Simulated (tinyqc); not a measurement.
# Frequency dispersion of an accumulation capacitance by border traps, distributed model: effects of single changes

Traps spread evenly through the insulator exchange electrons with the semiconductor by tunnelling, with tau(x) = t0 exp(2 ka x) at depth x from the interface. The admittance per area Y seen at depth x obeys dY/dx = -Y^2/(i w eps0 eox) + q Nb ln(1 + i w tau)/tau, with Y(0) = i w Cs and w = 2 pi f; the gate sees Y(tox) = G + i w C. Working variable y = Y/(i w), in uF/cm^2. Cox = eps0 eox/tox.

Parameters, values chosen for the exercise; permittivity close to that of aluminium oxide: relative permittivity of the insulator eox = 8.26; insulator thickness tox = 10 nm; semiconductor capacitance in accumulation Cs = 4.5 uF/cm^2; density of border traps Nb = 1.2e19 cm^-3 eV^-1; decay constant of the wave function in the insulator ka = 3.3 1/nm; time constant of a trap at the interface t0 = 4e-11 s; frequency f = 10000 Hz.

Constants: q = 1.602176634e-19 C, eps0 = 8.8541878128e-14 F/cm where lengths are in cm. Results are converted to the units shown.

Each table varies one quantity; the others keep the values above.

## Capacitance and loss against frequency

Cox; trap-free value 1/(1/Cox + 1/Cs); response depth d = ln(1/(w t0))/(2 ka), where w tau = 1; lumped estimate: all traps within d act as C_bt = q Nb d placed at d/2, so C = 1/{1/[1/(1/Cs + d/(2 eps0 eox)) + C_bt] + (tox - d/2)/(eps0 eox)}. C and G from a fine integration; dispersion -d C/d log10 f over C, from f times and over 1.1. For a broad spread of time constants G/w is close to -(pi/2) dC/d ln w.

The same in every row: trap-free C (uF/cm^2) = 0.6291.

Results:
```
f (Hz)  d (nm)  C (uF/cm^2)  G/w (uF/cm^2)  dispersion (% a decade)  -(pi/2) dC/d ln w (uF/cm^2)  lumped C (uF/cm^2)
10       3.000       0.6728       0.006308                    1.373                     0.006301              0.6644
100      2.651       0.6641       0.005533                    1.220                     0.005526              0.6576
1000     2.303       0.6565       0.004800                    1.070                     0.004793              0.6515
10000    1.954       0.6500       0.004108                   0.9249                     0.004101              0.6462
1e5      1.605       0.6445       0.003458                   0.7849                     0.003451              0.6416
1e7     0.9070       0.6361       0.002291                   0.5264                     0.002284              0.6345
```

Estimate the missing row, f = 1e6 Hz.

Computed row:
```
f (Hz)  d (nm)  C (uF/cm^2)  G/w (uF/cm^2)  dispersion (% a decade)  -(pi/2) dC/d ln w (uF/cm^2)  lumped C (uF/cm^2)
1e6      1.256       0.6399       0.002852                   0.6516                     0.002844              0.6377
```

With this row back in the table: C falls from 0.6728 to 0.6361 uF/cm^2, towards the trap-free 0.6291; each decade of frequency removes ln 10/(2 ka) = 0.349 nm from the response depth. The dispersion falls from 1.37 to 0.526 % a decade and G/w falls from 0.00631 to 0.00229 uF/cm^2. G/w stays at 1.00 times -(pi/2) dC/d ln w, the relation for a broad spread of time constants.

## Effect of the decay constant of the wave function in the insulator

Same model as above.

The same in every row: trap-free C (uF/cm^2) = 0.6291.

Result of one run:
```
ka (1/nm)  d (nm)  C (uF/cm^2)  G/w (uF/cm^2)  dispersion (% a decade)  -(pi/2) dC/d ln w (uF/cm^2)  lumped C (uF/cm^2)
3.9         1.653       0.6448       0.002958                   0.6715                     0.002954              0.6422
```

What becomes of these results when the decay constant of the wave function in the insulator ka is changed from 3.9 to 5.3 1/nm, all else the same?

Result of the changed run:
```
ka (1/nm)  d (nm)  C (uF/cm^2)  G/w (uF/cm^2)  dispersion (% a decade)  -(pi/2) dC/d ln w (uF/cm^2)  lumped C (uF/cm^2)
5.3         1.216       0.6386       0.001666                   0.3820                     0.001664              0.6373
```

The whole series:
```
ka (1/nm)  d (nm)  C (uF/cm^2)  G/w (uF/cm^2)  dispersion (% a decade)  -(pi/2) dC/d ln w (uF/cm^2)  lumped C (uF/cm^2)
2.5         2.579       0.6638       0.007263                    1.601                     0.007248              0.6563
3.2         2.015       0.6512       0.004369                   0.9819                     0.004362              0.6470
3.9         1.653       0.6448       0.002958                   0.6715                     0.002954              0.6422
4.6         1.402       0.6410       0.002161                   0.4936                     0.002159              0.6392
5.3         1.216       0.6386       0.001666                   0.3820                     0.001664              0.6373
6           1.074       0.6370       0.001335                   0.3070                     0.001334              0.6359
6.7        0.9622       0.6358       0.001103                   0.2540                     0.001102              0.6349
7.4        0.8712       0.6349       9.320e-4                   0.2150                     9.313e-4              0.6342
```

As ka goes from 2.5 to 7.4, C falls from 0.664 to 0.635 uF/cm^2, the dispersion falls from 1.60 to 0.215 % a decade and G/w falls from 0.00726 to 9.32e-4 uF/cm^2. The lumped estimate is 1.1 % below C in the first row and 0.11 % below it in the last.

Computed by the program tinyqc: `OMP_NUM_THREADS=1 python tinyqc.py 2202054 2202055 out.jsonl`, one thread of a shared Intel Xeon 2.30GHz, about 0.6 s for the whole run.
